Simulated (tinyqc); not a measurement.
Inside a calculation. Model: nudged elastic band on a two-dimensional model surface. Computed by tinyqc, a small Python program that keeps every step. Command: `OMP_NUM_THREADS=1 python tinyqc.py 3007380 3007381 out.jsonl neb walk`. One thread of a shared host (Intel(R) Xeon(R) Processor @ 2.30GHz), about 0.02 s of CPU time with the checks. Intermediate numbers are printed to about 5 digits and carried at full precision; extremes and crossings named in words are read from the listed rows.

V(x, y) = h u^2 + t x + (kappa/2)(y + c u)^2 with u = x^2/w^2 - 1; the path runs from the minimum near (-w, 0) to that near (w, 0).

Inputs (values chosen for the exercise, for a model surface):

| quantity | value | unit |
|---|---|---|
| height h | 0.54 | eV |
| half width w | 1.1 | angstrom |
| transverse stiffness kappa | 2.4 | eV/angstrom^2 |
| curvature c | 0.68 | angstrom |
| tilt t | -0.019 | eV/angstrom |
| movable images n | 6 | - |
| spring constant k_s | 1.7 | eV/angstrom^2 |
| step factor eta | 0.38 | angstrom^2/eV |
| iteration cap | 100 | - |

Surface: curved double well. Climbing image: on.

## Stationary points

Newton steps x(new) = x - H^-1 grad V (moves limited to 0.3 angstrom) from (-w, 0), (w, 0) and (0, c) give the two minima and the saddle.

positions (angstrom):
```
              x        y
start   -1.0946   0.0066
end      1.1053  -0.0065
saddle  -0.0106   0.6799
```

energies (eV): start 0.02085, end -0.02095, saddle 0.54010

barrier from the start = 0.51925 eV

## Straight-line start

Images are spaced evenly on the line between the minima.

images at the start (angstrom):
```
                x         y
image 1  -0.78036   0.00473
image 2  -0.46609   0.00285
image 3  -0.15182   0.00097
image 4   0.16246  -0.00091
image 5   0.47673  -0.00279
image 6   0.79101  -0.00467
```

energies above the start (eV): 0.2603  0.7212  1.0340  1.0252  0.6960  0.2231

The highest image lies +0.5148 eV from the true barrier.

## Iteration 1

Tangent at image i: towards the higher neighbour if the energies rise or fall through i; at a maximum or minimum, tau = t+ dmax + t- dmin if V(i+1) > V(i-1), else t+ dmin + t- dmax, with t+ = R(i+1) - R(i), t- = R(i) - R(i-1) and dmax, dmin the larger and smaller of |V(i+1) - V(i)| and |V(i-1) - V(i)|; then normalise. Force F = -grad V + (grad V.tau) tau + k_s (|t+| - |t-|) tau. With a climbing image, the highest image feels instead F = -grad V + 2 (grad V.tau) tau and no spring. Update R(new) = R + eta F; the end points stay fixed.

unit tangents:
```
               x         y
image 1  0.99998  -0.00598
image 2  0.99998  -0.00598
image 3  0.99998  -0.00598
image 4  0.99998  -0.00598
image 5  0.99998  -0.00598
image 6  0.99998  -0.00598
```

forces (eV/angstrom):
```
              x       y
image 1  0.0047  0.7910
image 2  0.0079  1.3240
image 3  0.5387  1.5923
image 4  0.0096  1.6021
image 5  0.0080  1.3406
image 6  0.0048  0.8077
```

images after iteration 1 (angstrom):
```
                x        y
image 1  -0.77857  0.30533
image 2  -0.46308  0.50596
image 3   0.05289  0.60603
image 4   0.16610  0.60788
image 5   0.47978  0.50665
image 6   0.79285  0.30226
```

## Iteration 2

The formulas are those given above.

unit tangents:
```
               x         y
image 1  0.84383   0.53662
image 2  0.98171   0.19040
image 3  0.99585   0.09096
image 4  0.99987   0.01639
image 5  0.95167  -0.30713
image 6  0.83735  -0.54667
```

forces (eV/angstrom):
```
                x        y
image 1  -0.33932  0.34027
image 2   0.20279  0.30900
image 3  -0.15297  0.14850
image 4   0.36568  0.13639
image 5   0.17505  0.29741
image 6   0.34457  0.32435
```

images after iteration 2 (angstrom):
```
                x        y
image 1  -0.90751  0.43463
image 2  -0.38602  0.62338
image 3  -0.00524  0.66246
image 4   0.30506  0.65971
image 5   0.54630  0.61966
image 6   0.92378  0.42551
```

## All iterations

Start on the straight line; stop when the largest force is below 1e-4 or above 1e6 eV/angstrom.

Course of the band:

| iteration | highest image (eV) | largest force (eV/angstrom) |
|---|---|---|
| 1 | 1.0340e+00 | 1.6809e+00 |
| 2 | 5.2194e-01 | 4.8055e-01 |
| 3 | 5.1959e-01 | 5.2387e-01 |
| 4 | 5.1926e-01 | 6.7935e-01 |
| 5 | 5.1925e-01 | 8.6199e-01 |
| 6 | 5.1925e-01 | 1.0763e+00 |
| 7 | 5.1925e-01 | 1.9059e+00 |
| 8 | 5.1925e-01 | 2.3420e+00 |
| 9 | 1.3740e+00 | 6.4922e+00 |
| 10 | 2.8824e+00 | 4.6912e+00 |
| 11 | 9.7730e+00 | 8.5496e+00 |
| 12 | 1.0438e+00 | 3.6635e+00 |
| 13 | 5.0949e-01 | 3.4362e+00 |
| 14 | 2.1107e+00 | 4.4717e+00 |
| 15 | 4.0808e+00 | 6.4857e+00 |
| 16 | 4.3035e+00 | 1.3387e+01 |
| 17 | 1.8400e+02 | 1.5422e+02 |
| 18 | 2.7184e+06 | 2.5123e+05 |
| 19 | 6.1996e+19 | 2.5989e+15 |

Band at the end:

| image | x (angstrom) | y (angstrom) | E (eV) |
|---|---|---|---|
| 0 | -1 | 0.01 | 3.7683e-13 |
| 1 | -1 | 0.25 | 1.5499e-01 |
| 2 | 1 | 1.63 | 3.0114e+00 |
| 3 | 18 | -31.41 | 6.1002e+04 |
| 4 | -95421 | -783.95 | 6.1996e+19 |
| 5 | 17 | -32.32 | 5.1051e+04 |
| 6 | 1 | 1.02 | 5.8700e-01 |
| 7 | 1 | -0.01 | -4.1800e-02 |

energy of the highest image = 6.1996e+19 eV

iterations = 19

largest force at the end = 2.5989e+15 eV/angstrom

Tail of the force series: the residual grows: the iteration diverges

Not converged within 19 iterations: the residual grows: the iteration diverges.

Reruns converge with step factor eta = 0.063, iteration cap = 600. Reruns still fail with step factor eta = 9.5, iteration cap = 600; and with iteration cap = 600.
